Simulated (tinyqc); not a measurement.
Zener tunnelling in a reverse-biased junction, two-band WKB: one step of the calculation.

Abrupt p-n junction, depletion approximation. Energies E are counted from the conduction-band edge of the neutral n side; its Fermi level lies at dn, that of the p side at dn - V, and the valence-band edge of the neutral p side at Em = dn + dp - V. Tunnelling needs 0 < E < Em. Two-band dispersion with equal masses m: inside the gap kappa = sqrt(m u (1 - u/Eg)/C), u the distance from a band edge, C = hbar^2/(2 m0).

Question. Width, field and exponent. W = sqrt(2 eps0 eps_r (Vbi - V)(1/Na + 1/Nd)/q), mean field F = (Vbi - V)/W, peak field 2 F. In a uniform field F the exponent is S = pi sqrt(m/C) Eg^1.5/(4 F). Transverse energy Et = C kt^2/m raises it to S (1 + 4 Et/Eg), so T = exp(-S) exp(-Et/Eb) with Eb = Eg/(4 S). KJ = (2 q^2/h) m/(4 pi C) (times 1e14 for A/cm^2 per eV^2).

Inputs (values chosen for the exercise); band and dielectric values close to those of indium arsenide:
```
symbol   value   unit                               meaning
Eg       0.345     eV                              band gap
eps_r     15.3                        relative permittivity
m        0.027     m0  band-edge mass of the two-band model
Na      2.9e18  cm^-3                      acceptor density
Nd      9.6e17  cm^-3                         donor density
V         -1.4      V                    bias of the p side
```

Constants: q = 1.602176634e-19 C, hbar = 1.054571817e-34 J s, m0 = 9.1093837015e-31 kg, eps0 = 8.8541878128e-14 F/cm where lengths are in cm, hbar^2/(2 m0) = 0.0380998212 eV nm^2. Results are converted to the units shown.

Vbi = 0.46690039 V

Give: W; mean field; S; exp(-S); Eb; tunnelling length Eg/F.

Answer.

W = 66.161 nm
mean field = 0.28218 MV/cm
S = 4.7481
exp(-S) = 0.0086684
Eb = 18.165 meV
tunnelling length Eg/F = 12.226 nm

Range of the model: Parabolic densities of states, no band tails and no gap narrowing, all of which matter at such doping.

Program tinyqc, `OMP_NUM_THREADS=1 python tinyqc.py 2620001 2620002 out.jsonl`; Intel Xeon 2.30GHz, shared host, one thread, about 0.02 s.
